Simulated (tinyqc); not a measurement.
# Memristor with linear dopant drift, Biolek window: effect of the film thickness on the first half period

A film of thickness D has a doped share x: R = Ron x + Roff (1 - x), i = v/R, dx/dt = k i F with k = mv Ron/D^2 and F = 1 - x^(2 p) for i >= 0 and 1 - (x - 1)^(2 p) for i < 0. The drive is v = V0 sin(2 pi f t). The model has no threshold and no heating.

The equation is integrated to convergence over the first half period; the lobe area is the integral of i dv, down branch less up branch.

Values chosen for this exercise:
- Ron = 200 ohm (resistance of the fully doped film)
- Roff = 40000 ohm (resistance of the undoped film)
- mv = 2.2e-14 m^2/(V s) (dopant mobility)
- x0 = 0.43 (doped share at t = 0)
- V0 = 1.2 V (amplitude)
- p = 3 (window exponent)
- f = 9.6 Hz (frequency)

Effect of the film thickness on the first half period:
```
D (nm),x at half period,R0/R(half period),peak i (uA),lobe area (uW)
8,0.5630,1.301,59.34,6.214
10,0.5114,1.165,56.44,3.440
14,0.4701,1.075,54.33,1.570
18,0.4539,1.043,53.55,0.9104
23,0.4445,1.026,53.11,0.5441
31,0.4380,1.014,52.80,0.2945
40,0.4348,1.008,52.65,0.1754
```

As D goes from 8 to 40 nm, x at half period falls from 0.563 to 0.435, the resistance ratio falls from 1.30 to 1.01 and the lobe area falls from 6.21 to 0.175 uW. The rate constant goes as 1/D^2, so the area goes as D^(-2.03) between the last two rows.

Numbers from tinyqc (`OMP_NUM_THREADS=1 python tinyqc.py 2880002 2880003 out.jsonl`; about 0.1 s on one thread of a shared Intel Xeon 2.30GHz).
